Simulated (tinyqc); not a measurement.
Photoconductance decay in a wafer: bulk and surface recombination modes, and iron detection by pair splitting: one step, computed by the program tinyqc.

Both faces of the wafer have the same S; injection is low and all coefficients are constant. x runs from -W/2 to W/2.

Question. Effective lifetime. Even modes cos(a x) obey b tan b = S W/(2 D) with b = a W/2, odd modes sin(a x) obey -b cot b = S W/(2 D); each decays at the rate 1/tau_b + D a^2. tau_eff is the decay time of the first mode. The surface time is 1/(D a^2) of that mode; shortcuts for it are W/(2 S), W^2/(pi^2 D) and their sum, whose error is sum/surface time - 1.

Inputs (values chosen for the exercise, modelled on p-type silicon):

| quantity | value | unit |
|---|---|---|
| thickness W | 200 | micrometre |
| diffusivity D | 28 | cm^2/s |
| bulk lifetime tau_b without iron | 600 | microsecond |
| surface recombination velocity S | 50 | cm/s |

Give: tau_eff; surface time; W/(2 S); W^2/(pi^2 D); error of the sum; tau_eff/tau_b.

Answer.

tau_eff = 150.7 microsecond

surface time = 201.2 microsecond

W/(2 S) = 200 microsecond

W^2/(pi^2 D) = 1.447 microsecond

error of the sum = 0.1270 %

tau_eff/tau_b = 0.2511

The surfaces are slow against diffusion, so W/(2 S) is the larger part. tau_eff is only 0.25 of tau_b, so it understates the bulk lifetime.
